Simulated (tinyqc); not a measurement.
## Margin needed against array size

Cells fail independently with probability Q(k) = erfc(k/sqrt(2))/2 when the margin is k standard deviations, and Y = exp(-Nb Q(k)). phi = exp(-k^2/2)/sqrt(2 pi).  k solves Y = exp(-Nb Q(k)); the estimate is sqrt(2 ln(Nb/(-ln Y))).

Inputs (values chosen for the exercise):
- Y = 0.996 (wanted yield)

Margin needed against array size:
```
Nb,allowed Q,k,estimate
2048,1.957e-6,4.616,5.127
32768,1.223e-7,5.162,5.642
524288,7.645e-9,5.658,6.114
8388608,4.778e-10,6.117,6.552
134217728,2.986e-11,6.544,6.962
2147483648,1.866e-12,6.947,7.349
34359738368,1.166e-13,7.328,7.717
```

What does the table show?

A 1.68e7-fold larger array raises k only from 4.62 to 7.33; the last factor of 16 costs 0.38 standard deviations. The estimate, which drops the factor 1/(k sqrt(2 pi)) of the tail, is 11 % above k in the first row and 5.3 % above it in the last.

tinyqc, about 0.01 s, one thread, Intel Xeon 2.30GHz (shared host): `OMP_NUM_THREADS=1 python tinyqc.py 2090054 2090055 out.jsonl`
